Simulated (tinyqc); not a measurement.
# Thermionic-field emission through a Schottky barrier, WKB: two studies

Metal on an n-type semiconductor with one parabolic valley; V > 0 is forward bias (metal positive). Energies E are counted from the conduction edge of the neutral semiconductor, whose Fermi level lies at -xi; that of the metal lies at -xi - V. The barrier is a parabola of height Vd = phi - xi - V (depletion approximation, no image force).

Inputs (values chosen for the exercise); band and dielectric values close to those of gallium arsenide:
- T = 400 K (temperature)
- me = 0.0662 m0 (electron mass)
- eps_r = 13.1 (relative permittivity)
- phi = 0.88 eV (barrier height seen from the metal)
- Nd = 2.2e18 cm^-3 (donor density)

Constants: q = 1.602176634e-19 C, kB = 1.380649e-23 J/K, eps0 = 8.8541878128e-12 F/m, hbar = 1.054571817e-34 J s, h = 6.62607015e-34 J s, m0 = 9.1093837015e-31 kg, Vt = kB T/q. Results are converted to the units shown.

Each table varies one quantity; the others keep the values above.

## Contact resistivity against barrier height

Nc = 2 (2 pi me m0 kB T/h^2)^1.5 (times 1e-6 for cm^-3); Nd = Nc F12(-xi/Vt), F12(x) = (2/sqrt(pi)) int_0^infinity sqrt(u)/(1 + exp(u - x)) du; E00 = (hbar/2) sqrt(Nd/(me m0 eps0 eps_r)) in SI units (volts). For E < Vd, ln T(E) = -(Vd/E00) [sqrt(1 - y) - y ln((1 + sqrt(1 - y))/sqrt(y))], y = E/Vd; T(E) = 1 above. J = A* T (q/kB) int_0^infinity T(E) N(E) dE, N = ln[(1 + exp((-xi - E)/Vt))/(1 + exp((-xi - V - E)/Vt))], A* = 4 pi q me m0 kB^2/h^3 (times 1e-4 for A/(cm^2 K^2)). The integral is converged to the digits shown; the share over the barrier is that of E > Vd, and 0 means below 1e-6 %. The contact resistivity is rho_c = 1/(dJ/dV) at V = 0, where N becomes V f/Vt with f = 1/(1 + exp((E + xi)/Vt)).

Contact resistivity against barrier height:
```
phi (eV)  rho_c (ohm cm^2)  thermionic Vt exp(phi/Vt)/(A* T^2) (ohm cm^2)
0.15              1.762e-7                                       2.102e-6
0.29              2.925e-6                                       1.220e-4
0.42              4.888e-5                                       0.005302
0.56              0.001116                                         0.3078
0.69               0.02127                                          13.37
0.83                0.5217                                          776.6
0.96                 10.33                                        3.374e4
1.1                  259.9                                        1.959e6
```

What does the comparison show?

rho_c rises from 1.76e-7 to 260 ohm cm^2; between the last two rows it grows by a factor e every 43.4 meV, against E00 coth(E00/Vt) = 42.5 meV and Vt = 34.5 meV for pure emission.

## Contact resistivity against doping

The last column is the thermionic value Vt exp(phi/Vt)/(A* T^2). By a common rule of thumb, E00/Vt below 0.5 marks thermionic emission, 0.5 to 5 thermionic-field emission and above 5 field emission.

Contact resistivity against doping:
```
Nd (cm^-3)  E00/Vt  rho_c (ohm cm^2)  thermionic rho_c (ohm cm^2)
9.3e16      0.1764             824.2                         3313
2.1e17      0.2651             431.6                         3313
4.9e17      0.4049             141.2                         3313
1.1e18      0.6066             22.23                         3313
2.6e18      0.9326            0.7312                         3313
5.9e18       1.405          0.005945                         3313
1.3e19       2.085          5.598e-5                         3313
3.1e19       3.220          1.084e-6                         3313
7.1e19       4.874          7.917e-8                         3313
```

Read the table: what changes, and by how much?

rho_c falls from 824 to 7.92e-8 ohm cm^2: 0.25 of the thermionic value in the first row (thermionic emission) and 2.4e-11 of it in the last (thermionic-field emission). Between the last two rows ln rho_c changes by 0.856 eV for each unit of 1/E00, to be set beside phi = 0.88 eV of the rule rho_c ~ exp(phi/E00). Even in the first row most of the current tunnels through the thin top of the barrier.

Range of the model: The depletion approximation, a parabolic band and the neglect of image-force lowering make these currents estimates at high doping.

Computed by the program tinyqc: `OMP_NUM_THREADS=1 python tinyqc.py 2640138 2640139 out.jsonl`, one thread of a shared Intel Xeon 2.30GHz, about 0.03 s for the whole run.
